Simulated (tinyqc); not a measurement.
MP2 on RHF in the 6-311g basis, for H2, spin multiplicity 1, step by step. Computed by tinyqc, a small Python program that keeps every step (integrals from PySCF). Settings: charge = 0, multiplicity = 1, basis = 6-311g, method = RHF, energy threshold = 1e-10, iteration cap = 63, orthogonalisation = canonical, start = Wolfsberg-Helmholz matrix, DIIS depth = 6. Command: `OMP_NUM_THREADS=1 python tinyqc.py 21105 21106 out.jsonl` (the two numbers bound the seeds that draw the settings). One thread of a shared host (Intel(R) Xeon(R) Processor @ 2.60GHz), about 0.1 s of CPU time with the checks. The early iterations of the SCF are left out here.

## One-electron integrals

Geometry (angstrom):
```
atom         x         y         z
H     0.000000  0.000000  0.000000
H     0.000000  0.000000  0.731000
```

Basis 6-311g: exponents (1/bohr^2) and contraction coefficients of normalised primitives:
```
element  l (shell)   exponent  coefficient
H            s (1)  33.865000     0.025494
H            s (1)   5.094790     0.190373
H            s (1)   1.158790     0.852161
H            s (2)   0.325840     1.000000
H            s (3)   0.102741     1.000000
```

Overlap, kinetic and nuclear-attraction integrals over the contracted functions; the nuclear repulsion is the sum of Za Zb / Rab.

nuclear repulsion = 0.72390863 hartree

overlap S, order 1H 1s, 1H 2s, 1H 3s, 2H 1s, 2H 2s, 2H 3s:
$$\begin{pmatrix}
1.000000 & 0.706377 & 0.373664 & 0.278430 & 0.430990 & 0.311791 \\
0.706377 & 1.000000 & 0.788963 & 0.430990 & 0.732794 & 0.679709 \\
0.373664 & 0.788963 & 1.000000 & 0.311791 & 0.679709 & 0.906624 \\
0.278430 & 0.430990 & 0.311791 & 1.000000 & 0.706377 & 0.373664 \\
0.430990 & 0.732794 & 0.679709 & 0.706377 & 1.000000 & 0.788963 \\
0.311791 & 0.679709 & 0.906624 & 0.373664 & 0.788963 & 1.000000
\end{pmatrix}$$

kinetic energy T (hartree), order 1H 1s, 1H 2s, 1H 3s, 2H 1s, 2H 2s, 2H 3s:
$$\begin{pmatrix}
2.304348 & 0.549119 & 0.106346 & 0.082522 & 0.224062 & 0.078020 \\
0.549119 & 0.488760 & 0.184881 & 0.224062 & 0.283928 & 0.143452 \\
0.106346 & 0.184881 & 0.154112 & 0.078020 & 0.143452 & 0.130590 \\
0.082522 & 0.224062 & 0.078020 & 2.304348 & 0.549119 & 0.106346 \\
0.224062 & 0.283928 & 0.143452 & 0.549119 & 0.488760 & 0.184881 \\
0.078020 & 0.143452 & 0.130590 & 0.106346 & 0.184881 & 0.154112
\end{pmatrix}$$

nuclear attraction V (hartree), order 1H 1s, 1H 2s, 1H 3s, 2H 1s, 2H 2s, 2H 3s:
$$\begin{pmatrix}
-2.833460 & -1.564042 & -0.778450 & -0.732990 & -0.988287 & -0.661888 \\
-1.564042 & -1.551721 & -1.039196 & -0.988287 & -1.208666 & -0.927399 \\
-0.778450 & -1.039196 & -0.963320 & -0.661888 & -0.927399 & -0.898034 \\
-0.732990 & -0.988287 & -0.661888 & -2.833460 & -1.564042 & -0.778450 \\
-0.988287 & -1.208666 & -0.927399 & -1.564042 & -1.551721 & -1.039196 \\
-0.661888 & -0.927399 & -0.898034 & -0.778450 & -1.039196 & -0.963320
\end{pmatrix}$$

core Hamiltonian H = T + V (hartree), order 1H 1s, 1H 2s, 1H 3s, 2H 1s, 2H 2s, 2H 3s:
$$\begin{pmatrix}
-0.529112 & -1.014923 & -0.672104 & -0.650468 & -0.764225 & -0.583868 \\
-1.014923 & -1.062961 & -0.854314 & -0.764225 & -0.924737 & -0.783948 \\
-0.672104 & -0.854314 & -0.809208 & -0.583868 & -0.783948 & -0.767444 \\
-0.650468 & -0.764225 & -0.583868 & -0.529112 & -1.014923 & -0.672104 \\
-0.764225 & -0.924737 & -0.783948 & -1.014923 & -1.062961 & -0.854314 \\
-0.583868 & -0.783948 & -0.767444 & -0.672104 & -0.854314 & -0.809208
\end{pmatrix}$$

## Two-electron integrals

Functions are numbered as in S; the eight-fold symmetry (ij|kl) = (ji|kl) = (kl|ij) leaves the list below.

Two-electron integrals (ij|kl) in chemists' order, unique and non-zero (hartree):
```
(11|11) 1.393035   (21|11) 0.822971   (21|21) 0.509703   (22|11) 0.822904
(22|21) 0.543028   (22|22) 0.644106   (31|11) 0.411256   (31|21) 0.257757
(31|22) 0.279868   (31|31) 0.130794   (32|11) 0.543681   (32|21) 0.365771
(32|22) 0.452669   (32|31) 0.189803   (32|32) 0.325140   (33|11) 0.494021
(33|21) 0.340115   (33|22) 0.445993   (33|31) 0.178035   (33|32) 0.331779
(33|33) 0.361682   (41|11) 0.301248   (41|21) 0.190342   (41|22) 0.208332
(41|31) 0.096757   (41|32) 0.141461   (41|33) 0.132761   (41|41) 0.096695
(42|11) 0.345343   (42|21) 0.230739   (42|22) 0.277920   (42|31) 0.119310
(42|32) 0.195893   (42|33) 0.193156   (42|41) 0.126364   (42|42) 0.188221
(43|11) 0.223093   (43|21) 0.151129   (43|22) 0.187647   (43|31) 0.078534
(43|32) 0.134240   (43|33) 0.135326   (43|41) 0.083464   (43|42) 0.129710
(43|43) 0.090978   (44|11) 0.707420   (44|21) 0.485704   (44|22) 0.611856
(44|31) 0.253277   (44|32) 0.438032   (44|33) 0.439840   (44|41) 0.301248
(44|42) 0.486964   (44|43) 0.341850   (44|44) 1.393035   (51|11) 0.486964
(51|21) 0.303603   (51|22) 0.326818   (51|31) 0.153821   (51|32) 0.220940
(51|33) 0.206389   (51|41) 0.126364   (51|42) 0.157808   (51|43) 0.103831
(51|44) 0.345343   (51|51) 0.188221   (52|11) 0.555520   (52|21) 0.370302
(52|22) 0.448640   (52|31) 0.191513   (52|32) 0.318566   (52|33) 0.318880
(52|41) 0.165063   (52|42) 0.236105   (52|43) 0.162749   (52|44) 0.555520
(52|51) 0.236105   (52|52) 0.345877   (53|11) 0.411292   (53|21) 0.279889
(53|22) 0.355881   (53|31) 0.145849   (53|32) 0.259526   (53|33) 0.271885
(53|41) 0.126929   (53|42) 0.191964   (53|43) 0.135656   (53|44) 0.462073
(53|51) 0.179943   (53|52) 0.282626   (53|53) 0.241325   (54|11) 0.485704
(54|21) 0.331603   (54|22) 0.417383   (54|31) 0.172746   (54|32) 0.300137
(54|33) 0.304496   (54|41) 0.190342   (54|42) 0.303603   (54|43) 0.214420
(54|44) 0.822971   (54|51) 0.230739   (54|52) 0.370302   (54|53) 0.311257
(54|54) 0.509703   (55|11) 0.611856   (55|21) 0.417383   (55|22) 0.532228
(55|31) 0.217644   (55|32) 0.388064   (55|33) 0.405372   (55|41) 0.208332
(55|42) 0.326818   (55|43) 0.233105   (55|44) 0.822904   (55|51) 0.277920
(55|52) 0.448640   (55|53) 0.386330   (55|54) 0.543028   (55|55) 0.644106
(61|11) 0.341850   (61|21) 0.214420   (61|22) 0.233105   (61|31) 0.108828
(61|32) 0.158162   (61|33) 0.148445   (61|41) 0.083464   (61|42) 0.103831
(61|43) 0.068431   (61|44) 0.223093   (61|51) 0.129710   (61|52) 0.162749
(61|53) 0.124227   (61|54) 0.151129   (61|55) 0.187647   (61|61) 0.090978
(62|11) 0.462073   (62|21) 0.311257   (62|22) 0.386330   (62|31) 0.161589
(62|32) 0.277936   (62|33) 0.284390   (62|41) 0.126929   (62|42) 0.179943
(62|43) 0.124227   (62|44) 0.411292   (62|51) 0.191964   (62|52) 0.282626
(62|53) 0.232700   (62|54) 0.279889   (62|55) 0.355881   (62|61) 0.135656
(62|62) 0.241325   (63|11) 0.434599   (63|21) 0.299651   (63|22) 0.394523
(63|31) 0.156946   (63|32) 0.294285   (63|33) 0.322630   (63|41) 0.123985
(63|42) 0.186137   (63|43) 0.131974   (63|44) 0.434599   (63|51) 0.186137
(63|52) 0.296304   (63|53) 0.257602   (63|54) 0.299651   (63|55) 0.394523
(63|61) 0.131974   (63|62) 0.257602   (63|63) 0.297291   (64|11) 0.253277
(64|21) 0.172746   (64|22) 0.217644   (64|31) 0.089984   (64|32) 0.156802
(64|33) 0.159738   (64|41) 0.096757   (64|42) 0.153821   (64|43) 0.108828
(64|44) 0.411256   (64|51) 0.119310   (64|52) 0.191513   (64|53) 0.161589
(64|54) 0.257757   (64|55) 0.279868   (64|61) 0.078534   (64|62) 0.145849
(64|63) 0.156946   (64|64) 0.130794   (65|11) 0.438032   (65|21) 0.300137
(65|22) 0.388064   (65|31) 0.156802   (65|32) 0.285768   (65|33) 0.304659
(65|41) 0.141461   (65|42) 0.220940   (65|43) 0.158162   (65|44) 0.543681
(65|51) 0.195893   (65|52) 0.318566   (65|53) 0.277936   (65|54) 0.365771
(65|55) 0.452669   (65|61) 0.134240   (65|62) 0.259526   (65|63) 0.294285
(65|64) 0.189803   (65|65) 0.325140   (66|11) 0.439840   (66|21) 0.304496
(66|22) 0.405372   (66|31) 0.159738   (66|32) 0.304659   (66|33) 0.339373
(66|41) 0.132761   (66|42) 0.206389   (66|43) 0.148445   (66|44) 0.494021
(66|51) 0.193156   (66|52) 0.318880   (66|53) 0.284390   (66|54) 0.340115
(66|55) 0.445993   (66|61) 0.135326   (66|62) 0.271885   (66|63) 0.322630
(66|64) 0.178035   (66|65) 0.331779   (66|66) 0.361682
```

## Orthogonalisation

S = U s U^T; canonical form X = U s^(-1/2), so that X^T S X = 1. Each column of U has its largest component positive (the first on a tie).

eigenvalues of S: [0.031155, 0.141517, 0.185852, 0.857419, 0.865145, 3.918913]

X, order 1H 1s, 1H 2s, 1H 3s, 2H 1s, 2H 2s, 2H 3s:
$$\begin{pmatrix}
0.584970 & -0.922801 & -0.705831 & 0.574052 & 0.677194 & 0.157278 \\
-2.206268 & 1.417047 & 1.168902 & 0.086498 & 0.330354 & 0.231165 \\
3.292299 & -0.820709 & 0.908727 & -0.496113 & 0.101057 & 0.222290 \\
-0.584970 & -0.922801 & 0.705831 & 0.574052 & -0.677194 & 0.157278 \\
2.206268 & 1.417047 & -1.168902 & 0.086498 & -0.330354 & 0.231165 \\
-3.292299 & -0.820709 & -0.908727 & -0.496113 & -0.101057 & 0.222290
\end{pmatrix}$$

## Iteration 6 (converged): orbitals

converged F (hartree), order 1H 1s, 1H 2s, 1H 3s, 2H 1s, 2H 2s, 2H 3s:
$$\begin{pmatrix}
0.568968 & -0.459411 & -0.475592 & -0.529487 & -0.528387 & -0.452655 \\
-0.459411 & -0.377714 & -0.390724 & -0.528387 & -0.492194 & -0.409825 \\
-0.475592 & -0.390724 & -0.256299 & -0.452655 & -0.409825 & -0.273360 \\
-0.529487 & -0.528387 & -0.452655 & 0.568968 & -0.459411 & -0.475592 \\
-0.528387 & -0.492194 & -0.409825 & -0.459411 & -0.377714 & -0.390724 \\
-0.452655 & -0.409825 & -0.273360 & -0.475592 & -0.390724 & -0.256299
\end{pmatrix}$$

Diagonalise F' = X^T F X, C = X C', fill 1 alpha and 1 beta electrons from the bottom; D = 2 C_occ C_occ^T. Each column has its largest component positive (the first on a tie).

F' = X^T F X (hartree):
$$\begin{pmatrix}
1.148369 & 0.000000 & -0.933663 & 0.000000 & 0.463345 & 0.000000 \\
0.000000 & 1.938979 & 0.000000 & -0.871793 & 0.000000 & 0.012891 \\
-0.933663 & 0.000000 & 1.347879 & 0.000000 & -0.890488 & 0.000000 \\
0.000000 & -0.871793 & 0.000000 & 0.750937 & 0.000000 & -0.139084 \\
0.463345 & 0.000000 & -0.890488 & 0.000000 & 1.090816 & 0.000000 \\
0.000000 & 0.012891 & 0.000000 & -0.139084 & 0.000000 & -0.581373
\end{pmatrix}$$

orbital energies (hartree): MO1 -0.598705, MO2 0.170175, MO3 0.305395, MO4 0.655436, MO5 2.401853, MO6 2.761452

coefficients C, order 1H 1s, 1H 2s, 1H 3s, 2H 1s, 2H 2s, 2H 3s:
$$\begin{pmatrix}
0.193196 & 0.079975 & -0.049879 & -0.088270 & -1.079825 & -1.133487 \\
0.294843 & -0.042591 & -0.708113 & -1.757947 & 1.216794 & 1.803023 \\
0.125570 & 2.303395 & 0.846477 & 2.218203 & -0.486634 & -1.203817 \\
0.193196 & -0.079975 & -0.049879 & 0.088270 & -1.079825 & 1.133487 \\
0.294843 & 0.042591 & -0.708113 & 1.757947 & 1.216794 & -1.803023 \\
0.125570 & -2.303395 & 0.846477 & -2.218203 & -0.486634 & 1.203817
\end{pmatrix}$$

D after iteration 6, order 1H 1s, 1H 2s, 1H 3s, 2H 1s, 2H 2s, 2H 3s:
$$\begin{pmatrix}
0.074650 & 0.113925 & 0.048519 & 0.074650 & 0.113925 & 0.048519 \\
0.113925 & 0.173865 & 0.074047 & 0.113925 & 0.173865 & 0.074047 \\
0.048519 & 0.074047 & 0.031536 & 0.048519 & 0.074047 & 0.031536 \\
0.074650 & 0.113925 & 0.048519 & 0.074650 & 0.113925 & 0.048519 \\
0.113925 & 0.173865 & 0.074047 & 0.113925 & 0.173865 & 0.074047 \\
0.048519 & 0.074047 & 0.031536 & 0.048519 & 0.074047 & 0.031536
\end{pmatrix}$$

## Convergence

Stop when the energy changes by less than 1e-10 hartree and every element of the error matrix X^T (F D S - S D F) X is below 3e-06.

Course of the cycle:
```
iteration  E (hartree)     change  largest element of the error matrix
1          -0.81881761          -                             8.52e-01
2          -1.12317025  -3.04e-01                             1.06e-01
3          -1.12802718  -4.86e-03                             3.30e-03
4          -1.12803749  -1.03e-05                             4.39e-04
5          -1.12803773  -2.34e-07                             6.92e-07
6          -1.12803773  -2.40e-13                             2.92e-07
```

PySCF RHF in the same basis = -1.12803773 hartree

Converged in 6 iterations.

## Integrals over molecular orbitals

(pq|rs) = sum C_ip C_jq C_kr C_ls (ij|kl), one index at a time.

one-electron integrals over orbitals h = C^T H C (hartree):
$$\begin{pmatrix}
-1.253241 & 0.000000 & 0.135208 & 0.000000 & 0.101282 & 0.000000 \\
0.000000 & -0.476114 & 0.000000 & 0.207144 & 0.000000 & 0.020376 \\
0.135208 & 0.000000 & -0.369981 & 0.000000 & -0.176459 & 0.000000 \\
0.000000 & 0.207144 & 0.000000 & -0.252359 & 0.000000 & -0.231462 \\
0.101282 & 0.000000 & -0.176459 & 0.000000 & 1.207498 & 0.000000 \\
0.000000 & 0.020376 & 0.000000 & -0.231462 & 0.000000 & 1.470831
\end{pmatrix}$$

Two-electron integrals over orbitals (pq|rs), unique and non-zero (hartree):
```
(11|11) 0.654537    (21|21) 0.043838    (22|11) 0.345064    (22|22) 0.296503
(31|11) -0.135208   (31|22) -0.023603   (31|31) 0.054643    (32|21) 0.023415
(32|32) 0.040820    (33|11) 0.365010    (33|22) 0.273054    (33|31) -0.035127
(33|33) 0.281983    (41|21) -0.061291   (41|32) -0.009984   (41|41) 0.105379
(42|11) -0.134217   (42|22) -0.042987   (42|31) 0.037560    (42|33) -0.044803
(42|42) 0.051886    (43|21) 0.027797    (43|32) 0.017609    (43|41) -0.039426
(43|43) 0.024347    (44|11) 0.506587    (44|22) 0.325270    (44|31) -0.081517
(44|33) 0.314910    (44|42) -0.102060   (44|44) 0.440561    (51|11) -0.101282
(51|22) -0.009031   (51|31) 0.053124    (51|33) -0.024199   (51|42) 0.023693
(51|44) -0.056300   (51|51) 0.092786    (52|21) 0.001219    (52|32) 0.002020
(52|41) 0.002218    (52|43) -0.006289   (52|52) 0.009863    (53|11) 0.114792
(53|22) 0.029810    (53|31) -0.040583   (53|33) 0.036003    (53|42) -0.033325
(53|44) 0.073806    (53|51) -0.047145   (53|53) 0.037902    (54|21) 0.000098
(54|32) -0.020204   (54|41) -0.019082   (54|43) 0.006344    (54|52) -0.014829
(54|54) 0.038247    (55|11) 0.643570    (55|22) 0.335183    (55|31) -0.136213
(55|33) 0.359982    (55|42) -0.128469   (55|44) 0.493991    (55|51) -0.131480
(55|53) 0.125613    (55|55) 0.672592    (61|21) -0.028571   (61|32) 0.013025
(61|41) 0.068285    (61|43) -0.030245   (61|52) 0.022059    (61|54) -0.053497
(61|61) 0.099705    (62|11) -0.024474   (62|22) 0.011511    (62|31) 0.019927
(62|33) 0.000150    (62|42) 0.001967    (62|44) -0.007328   (62|51) 0.033477
(62|53) -0.013524   (62|55) -0.036422   (62|62) 0.019137    (63|21) 0.028146
(63|32) 0.000965    (63|41) -0.051593   (63|43) 0.019548    (63|52) -0.006002
(63|54) 0.021991    (63|61) -0.050314   (63|63) 0.033000    (64|11) 0.149873
(64|22) 0.022591    (64|31) -0.061656   (64|33) 0.042286    (64|42) -0.041315
(64|44) 0.091644    (64|51) -0.079502   (64|53) 0.051325    (64|55) 0.170194
(64|62) -0.032689   (64|64) 0.089528    (65|21) 0.075742    (65|32) 0.011284
(65|41) -0.133451   (65|43) 0.057777    (65|52) -0.021670   (65|54) 0.059225
(65|61) -0.137022   (65|63) 0.085737    (65|65) 0.240503    (66|11) 0.695163
(66|22) 0.354294    (66|31) -0.159653   (66|33) 0.372275    (66|42) -0.147906
(66|44) 0.540816    (66|51) -0.176912   (66|53) 0.149425    (66|55) 0.738589
(66|62) -0.049661   (66|64) 0.210592    (66|66) 0.843138
```

## Second-order Moller-Plesset energy

Hartree-Fock energy = -1.12803773 hartree

E2 = sum_ijab (ia|jb) [2 (ia|jb) - (ib|ja)] / (e_i + e_j - e_a - e_b) over occupied i, j and virtual a, b; the opposite-spin part is (ia|jb)^2 / denominator, the rest is same-spin, and SCS-MP2 scales them by 6/5 and 1/3.

Terms:
```
i  j  a  b    (ia|jb)    (ib|ja)  denominator       term
1  1  4  4   0.105379   0.105379    -2.508283  -0.004427
1  1  4  2  -0.061291  -0.061291    -2.023022  -0.001857
1  1  2  4  -0.061291  -0.061291    -2.023022  -0.001857
1  1  3  3   0.054643   0.054643    -1.808201  -0.001651
1  1  6  6   0.099705   0.099705    -6.720315  -0.001479
1  1  5  5   0.092786   0.092786    -6.001115  -0.001435
1  1  2  2   0.043838   0.043838    -1.537761  -0.001250
1  1  4  6   0.068285   0.068285    -4.614299  -0.001011
1  1  6  4   0.068285   0.068285    -4.614299  -0.001011
1  1  5  3   0.053124   0.053124    -3.904658  -0.000723
1  1  3  5   0.053124   0.053124    -3.904658  -0.000723
1  1  6  2  -0.028571  -0.028571    -4.129038  -0.000198
1  1  2  6  -0.028571  -0.028571    -4.129038  -0.000198
```

Pair energies (hartree; pair i-j sums ij and ji):
```
pair  opposite spin  same spin
1-1       -0.017818          0
```

MP2 correlation energy = -0.01781789 hartree

SCS-MP2 correlation energy = -0.02138147 hartree

MP2 total energy = -1.14585561 hartree
